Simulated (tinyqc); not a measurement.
Chemically amplified photoresist: aerial image, acid generation, bake, development and line width. Changing the image contrast (as defocus does). Computed by tinyqc, a small Python program. Command: `OMP_NUM_THREADS=1 python tinyqc.py 3007770 3007771 out.jsonl resist sweep`. One thread of a shared host (Intel(R) Xeon(R) Processor @ 2.30GHz), about 0.03 s of CPU time with the checks.

Lines and spaces of pitch p with a two-beam-like image; x = 0 is the middle of the bright space. The resist is positive and treated as uniform in depth.

Inputs (values chosen for the exercise, for a model resist at 193 nm):

| quantity | value | unit |
|---|---|---|
| pitch p | 100 | nm |
| mean dose E | 11 | mJ/cm^2 |
| Dill parameter C | 0.03 | cm^2/mJ |
| quencher load q, relative to the acid generator | 0.11 | - |
| acid diffusivity D | 1.3 | nm^2/s |
| bake time t | 60 | s |
| amplification rate k_amp | 0.047 | 1/s |
| threshold protection m_th | 0.53 | - |
| development selectivity n | 20 | - |
| largest rate r_max | 140 | nm/s |
| smallest rate r_min | 0.011 | nm/s |
| resist thickness d | 72 | nm |
| development time t_d | 30 | s |
| photon energy | 6.42 | eV |
| absorption coefficient alpha | 1.2 | 1/um |

Method:
- Dose E(x) = E [1 + c cos(2 pi x/p)]; acid h = 1 - exp(-C E(x)).
- Bake: the acid image is blurred by a Gaussian of variance sigma^2 = 2 D t (each Fourier term k of h, taken on 64 points, is multiplied by exp(-4 pi^2 k^2 D t/p^2)).
- Cosine coefficients: h(x) = sum_k h_k cos(2 pi k x/p).
- The quencher then removes q, h_eff = max(h_blurred - q, 0); protection m = exp(-k_amp t h_eff).
- Mack rate r = r_max (a + 1)(1 - m)^n/(a + (1 - m)^n) + r_min, a = ((n + 1)/(n - 1))(1 - m_th)^n.
- Edge: vertical development clears the film where r t_d >= d; the space width is twice the x where r = d/t_d.
- Dose sensitivity = d ln(width)/d ln E from widths at 1.005 E and E/1.005; image log-slope at the edge = |d ln E/dx|, normalised by the width (NILS); latitude for 10 % of width = 10 %/sensitivity.
- The edge lies at x = width/2.
- Absorbed photons per volume N = E(edge) alpha/(photon energy), 1 mJ/cm^2 = 62.41509 eV/nm^2, alpha in 1/nm; a Gaussian blur averages over a volume V = (2 sqrt(pi) sigma)^3; relative noise 1/sqrt(N V); edge noise sigma_x = (dh/d ln E) noise/|dh/dx|, with both derivatives of the blurred acid at the edge.

One run for each value:

| image contrast c | dose latitude (%) | space width (nm) | edge noise from photons (nm) | NILS |
|---|---|---|---|---|
| 0.25 | 2.765 | 48.113 | 0.81807 | 0.7434 |
| 0.36 | 4.008 | 48.218 | 0.56422 | 1.0675 |
| 0.46 | 5.140 | 48.155 | 0.43803 | 1.3534 |
| 0.57 | 6.392 | 48.008 | 0.34963 | 1.6569 |
| 0.68 | 7.657 | 47.818 | 0.28921 | 1.9476 |
| 0.79 | 8.940 | 47.604 | 0.24508 | 2.2241 |
| 0.89 | 10.128 | 47.396 | 0.21405 | 2.4624 |
| 1.00 | 11.465 | 47.157 | 0.18671 | 2.7094 |

Over the rows, dose latitude (%) rises from 2.77 to 11.5 (exponent d ln y / d ln x about 1.0 throughout); space width (nm) goes from 48.1 through a maximum among these rows, 48.2 at 0.360, to 47.2; edge noise from photons (nm) falls from 0.818 to 0.187 (exponent d ln y / d ln x -1.0 between the first rows and -1.2 between the last). The image slope at the edge is nearly proportional to c, so latitude follows it and edge noise goes inversely.

Caution (all rows): lateral development, standing waves and the joint diffusion of acid and quencher are left out, so widths are indicative. Caution (all rows): the noise counts photons alone (acid and quencher statistics add to it) and takes the film as thicker than the blur; a thinner film averages in two dimensions only.

Extremes, crossings and ranges named in words are read from the listed rows.
